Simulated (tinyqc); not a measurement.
Worked calculation: lattice vibrations of a chain. One step of it, computed by the program tinyqc.

Problem. Frequencies. omega^2 are the eigenvalues; wavenumber = 521.4708 sqrt(eigenvalue) 1/cm.

D(q) (eV/(angstrom^2 u)), lower triangle (Hermitian):
```
                     1                    2          3         4
1             0.487836
2            -0.291164             0.486094
3  -0.056085-0.022206i            -0.126093   0.376310
4  -0.090104-0.084613i  -0.063902-0.025300i  -0.234736  0.487032
```

Give: eigenvalues; wavenumbers; weights |e|^2 of the mass-weighted modes.

Solution.

eigenvalues: 0.0108  0.3643  0.6603  0.8019

wavenumbers (1/cm): 54.1  314.7  423.7  467.0

weights |e|^2 of the mass-weighted modes:
```
        mode 1  mode 2  mode 3  mode 4
atom 1  0.2394  0.2691  0.0492  0.4424
atom 2  0.2543  0.2295  0.1003  0.4160
atom 3  0.2946  0.3407  0.3070  0.0577
atom 4  0.2118  0.1608  0.5435  0.0839
```
